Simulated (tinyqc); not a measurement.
Worked calculation: Ewald sum of point charges, fcc lattice in a neutralising background. Computed by tinyqc, a small Python program that keeps every step. Command: `OMP_NUM_THREADS=1 python tinyqc.py 23361 23362 out.jsonl` (the two numbers bound the seeds that draw the settings). One thread of a shared host (Intel(R) Xeon(R) Processor @ 2.60GHz), about 0.04 s of CPU time with the checks.

## Ewald sum with eta = 0.248 1/bohr

cell vectors (rows) (bohr):
$$\begin{pmatrix}
0.000000 & 6.295000 & 6.295000 \\
6.295000 & 0.000000 & 6.295000 \\
6.295000 & 6.295000 & 0.000000
\end{pmatrix}$$

Charges:
```
q               f1        f2        f3
2.000000  0.000000  0.000000  0.000000
```

Real space: 1/2 sum q_i q_j erfc(eta r)/r over all images with r > 0; reciprocal space: (2 pi/V) sum_(G != 0) exp(-G^2/4 eta^2)/G^2 |S(G)|^2 with S(G) = sum q exp(i G.r); self term -eta/sqrt(pi) sum q^2; background -pi Q^2/(2 V eta^2), Q the total charge.

Real-space shells (first ones):
```
r (bohr)   pairs  sum (hartree)
8.902474      12       0.004837
12.590000      6       0.000010
15.419538     24       1.98e-07
17.804949     12       5.73e-10
19.906538     24              0
21.806520      8              0
23.553733     48              0
```

Reciprocal shells (first ones that count):
```
G^2 (1/bohr^2)  vectors  sum (hartree)
0.747187              8       0.025874
0.996250              6       0.005288
1.992500             12       0.000092
2.739687             24       0.000006
2.988750              8       7.14e-07
3.984999              6       7.00e-09
4.732187             24       1.13e-09
4.981249             24       3.91e-10
```

## The total does not depend on eta

The same sums for other eta.

Totals (hartree per cell):
```
eta           real  reciprocal       self  background        total
0.248000  0.004847    0.031262  -0.559676   -0.204767  -0.72833393
0.361000  0.000015    0.182979  -0.814690   -0.096638  -0.72833393
0.530000  6.77e-11    0.512582  -1.196082   -0.044834  -0.72833393
```

shortest distance = 8.902474 bohr
